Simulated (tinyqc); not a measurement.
Gate sheet resistance from two finger widths.

Question. At low frequency R = Rsh Wf/(3 L) + B/Wf, where B collects the channel and vertical terms. Find Rsh, B and the width of lowest R.

Values chosen for this exercise:
```
symbol,value,unit,meaning
L,0.43,um,channel length
```

input resistance of single fingers, contacted at one end, of width 0.51 and 7.2 um (ohm): 325.19061  184.08269

Solution. R Wf is a straight line in Wf^2; the minimum of R lies where both terms are equal.

Rsh = 29.00 ohm/square
B = 160.0 ohm um
width of lowest R = 2.668 um

tinyqc, about 0.01 s, one thread, Intel Xeon 2.30GHz (shared host): `OMP_NUM_THREADS=1 python tinyqc.py 2262174 2262175 out.jsonl`
